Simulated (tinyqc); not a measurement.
Wannier function of the lower band of a two-orbital chain: one step. Bloch states in the projection gauge. Two cases, with inputs chosen for the exercise.

Task: Diagonalise at each mesh point and fix the phase.

H(k) = [[-d/2 - 2 ta cos k, -t1 - t2 exp(-ik)], [-t1 - t2 exp(ik), d/2 - 2 tb cos k]], k in 1/a, Bloch sums with exp(ikR) and without the positions inside the cell. Mesh k_j = 2 pi j/N. Projection gauge: each lower eigenvector u is multiplied by the phase that makes <trial|u> real and positive (the one-band case of Loewdin orthogonalisation). Wannier amplitudes w(R) = (1/N) sum_k exp(ikR) u(k); hoppings H(R) = (1/N) sum_k exp(-ikR) E(k).

Case 1.

Values chosen: d = 1.4 eV (A at -d/2, B at +d/2); t1 = 1.08 eV (A-B in the cell); t2 = 1.15 eV (B to A of the next cell); ta = -0.19 eV (A-A between cells); tb = 0.22 eV (B-B between cells); N = 5 (k points); th = 45 degrees (trial orbital cos(th) A + sin(th) B in cell 0).

Case 2.

Values chosen: d = 0.44 eV (A at -d/2, B at +d/2); t1 = 1.73 eV (A-B in the cell); t2 = 0.29 eV (B to A of the next cell); ta = -0.18 eV (A-A between cells); tb = 0.09 eV (B-B between cells); N = 4 (k points); th = 70 degrees (trial orbital cos(th) A + sin(th) B in cell 0).

Give: Mesh.

Result:

Case 1.

Mesh:
```
j  E lower (eV)  E upper (eV)               u_A               u_B  |<trial|u>|
0       -2.2788        2.2188           0.75132           0.65994       0.9979
1       -1.9027        1.8842  0.77714-0.21782i  0.54878+0.21782i       0.9376
2       -1.2182        1.2667  0.92149-0.25699i  0.13702+0.25699i       0.7485
3       -1.2182        1.2667  0.92149+0.25699i  0.13702-0.25699i       0.7485
4       -1.9027        1.8842  0.77714+0.21782i  0.54878-0.21782i       0.9376
```

The projection is smallest at j = 2 and 3 (0.7485); the gauge is smooth as long as it stays away from zero.

Case 2.

Mesh:
```
j  E lower (eV)  E upper (eV)               u_A               u_B  |<trial|u>|
0       -1.9306        2.1106           0.69830           0.71580       0.9115
1       -1.7679        1.7679  0.74463-0.08801i  0.66087+0.03203i       0.8757
2       -1.6111        1.4311           0.81306           0.58218       0.8252
3       -1.7679        1.7679  0.74463+0.08801i  0.66087-0.03203i       0.8757
```

The projection is smallest at j = 2 (0.8252); the gauge is smooth as long as it stays away from zero.

Computed by tinyqc, one run a case: `OMP_NUM_THREADS=1 python tinyqc.py N N+1 out.jsonl` with N = 1482644, 1482699; one thread of a shared Intel(R) Xeon(R) Processor @ 2.30GHz, about 0.3 s a run at most.
